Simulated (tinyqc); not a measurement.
# Worked calculation: valence-band offset from core levels (Kraut method), with the dipole against the affinity rule

Program tinyqc, `OMP_NUM_THREADS=1 python tinyqc.py 2410111 2410112 out.jsonl`; Intel Xeon 2.30GHz, shared host, one thread, about 0.01 s. Printed values are rounded.

Binding energies are counted downwards from the Fermi level. dEv > 0 means that the valence edge of B lies below that of A, dEc > 0 that the conduction edge of B lies above that of A; dEc + dEv = EgB - EgA. The spectra are made-up values treated as data.

Values chosen for this exercise; gaps and affinities close to those of silicon (A) and silicon dioxide (B): gap of the substrate A EgA = 1.12 eV; gap of the overlayer B EgB = 8.92 eV; electron affinity of A chiA = 4.04 eV; electron affinity of B chiB = 0.9 eV; core level of bare A cA = 20.8 eV; core level of thick B cB = 85.22 eV; valence-band maximum of thick B vB = 4.24 eV; relative permittivity inside the dipole layer ei = 6.2; thickness of the dipole layer dd = 0.28 nm; core level of A under a thin film of B iA = 21.14 eV; core level of B in that thin film iB = 86.7 eV; background counts in the gap bg = 49.

Constants: q = 1.602176634e-19 C, eps0 = 8.8541878128e-14 F/cm where lengths are in cm. Results are converted to the units shown.

## Valence-band maximum of bare A

binding energy, point 0 to 5 (eV): [1.13, 1.25, 1.37, 1.49, 1.61, 1.73]
counts on the leading edge, point 0 to 5: [120, 153, 186, 222, 255, 291]

Fit a straight line to the leading edge by least squares; the maximum vA lies where it meets the background.

slope = 285 counts/eV
intercept = -203.050 counts
vA = 0.884386 eV

## Offsets

dEv = (iB - iA) - (cB - vB) + (cA - vA), dEc = EgB - EgA - dEv.

cA - vA = 19.9156 eV
cB - vB = 80.98 eV
iB - iA = 65.56 eV
dEv = 4.49561 eV
dEc = 3.30439 eV

The alignment is type I (straddling). Both offsets exceed 1 eV, the usual requirement for a gate dielectric. A rigid shift of all levels, by charging or doping, cancels in the differences.

## Interface dipole

The affinity rule gives dEc(0) = chiA - chiB; the dipole step is D = dEc - dEc(0), and two sheets of opposite charge dd apart hold N = eps0 ei |D|/(q dd).

dEc(0) = 3.14 eV
D = 0.164386 eV
N = 2.01158e13 cm^-2
field in the dipole layer = 5.87093 MV/cm

N is 0.029 elementary charges for each of about 7e14 surface atoms per cm^2.
